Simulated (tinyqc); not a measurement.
Inside a calculation. Model: implanted layer, carriers, mobility and sheet resistance with incomplete ionisation.

Program tinyqc, `OMP_NUM_THREADS=1 python tinyqc.py 2110112 2110113 out.jsonl`; Intel Xeon 2.30GHz, shared host, one thread, about 0.01 s. Printed values are rounded.

A p-type layer from the surface x = 0 to the junction xj, N(x) = N0 exp(-(x - Rp)^2/(2 sg^2)). Local neutrality (no depletion at surface or junction, no spilling of carriers), intrinsic carriers neglected, Boltzmann statistics.

Parameters, values chosen for the exercise; values close to those of boron in silicon over an n-type background: temperature T = 300 K; background doping of the opposite type Nb = 1.5e14 cm^-3; peak chemical concentration N0 = 9.5e16 cm^-3; mobility limit at high doping m1 = 44.5 cm^2/(V s); mobility limit at low doping, at 300 K m2 = 485 cm^2/(V s); reference doping of the mobility law Nr = 2.17e17 cm^-3; exponent of the mobility law am = 0.716; temperature exponent of m2 bt = 2; solubility limit of active dopant Ns = 2e20 cm^-3; valence-band density of states at T NB = 2.57e19 cm^-3; ionisation energy in the dilute limit Ei = 0.0459 eV; degeneracy factor of the level gd = 4; lowering of Ei per N^(1/3) ks = 6.7e-9 eV cm; straggle after annealing sg = 100 nm; projected range Rp = 72 nm.

Constants: q = 1.602176634e-19 C, kB = 1.380649e-23 J/K, Vt = kB T/q. Results are converted to the units shown.

## Junction depth and local values

xj = Rp + sg sqrt(2 ln(N0/Nb)); 14 equal steps from 0 to xj. Active dopant A = min(N, Ns); p solves p (p + Nb)/(A - Nb - p) = K, K = (NB/gd) exp(-E/Vt), E = max(Ei - ks A^(1/3), 0), so p = 2 K (A - Nb)/[Nb + K + sqrt((Nb + K)^2 + 4 K (A - Nb))]; mobility mu = m1 + (m2 (T/300 K)^(-bt) - m1)/(1 + ((A + Nb)/Nr)^am).

xj = 431.1935 nm

```
point,x (nm),N (cm^-3),A (cm^-3),p (1e16 cm^-3),mu (cm^2/(V s))
0,0.0000,7.330852e16,7.330852e16,6.920225,346.1197
1,30.7995,8.726967e16,8.726967e16,8.164960,334.0095
2,61.5991,9.448753e16,9.448753e16,8.800341,328.3233
3,92.3986,9.304393e16,9.304393e16,8.673694,329.4326
4,123.1981,8.333049e16,8.333049e16,7.815891,337.2683
5,153.9977,6.787692e16,6.787692e16,6.430122,351.2961
6,184.7972,5.028549e16,5.028549e16,4.819040,370.3700
7,215.5967,3.388173e16,3.388173e16,3.281764,392.6074
8,246.3963,2.076303e16,2.076303e16,2.025926,415.5131
9,277.1958,1.157226e16,1.157226e16,1.130996,436.4949
10,307.9953,5.866084e15,5.866084e15,0.568698,453.6011
11,338.7949,2.704460e15,2.704460e15,0.254837,466.0295
12,369.5944,1.134005e15,1.134005e15,0.098301,474.0886
13,400.3939,4.324660e14,4.324660e14,0.028236,478.7374
14,431.1935,1.5e14,1.5e14,0.000000,481.0845
```

At the point of highest doping 93.3 % of the net active dopant gives free carriers. The mobility runs from 328 to 481 cm^2/(V s).

## Sheet quantities by the trapezoid rule

Dose = integral of N, carrier sheet density = integral of p, 1/Rs = q integral of p mu, mean mobility 1/(q Rs sheet density), Hall mobility (unit Hall factor) = integral of p mu^2 over integral of p mu, Hall sheet density = (integral of p mu)^2/integral of p mu^2; all from 0 to xj.

dose = 1.8153e12 cm^-2
carrier sheet density = 1.7110e12 cm^-2
Rs = 10439 ohm/square
mean mobility = 349.43 cm^2/(V s)
Hall mobility = 351.90 cm^2/(V s)
Hall sheet density = 1.6990e12 cm^-2

Carriers make up 94.3 % of the dose. A Hall measurement weights the mobile tail, so its sheet density is 0.70 % below the true one. With 4000 steps Rs = 10420 ohm/square; the coarse value is 0.18 % above it.
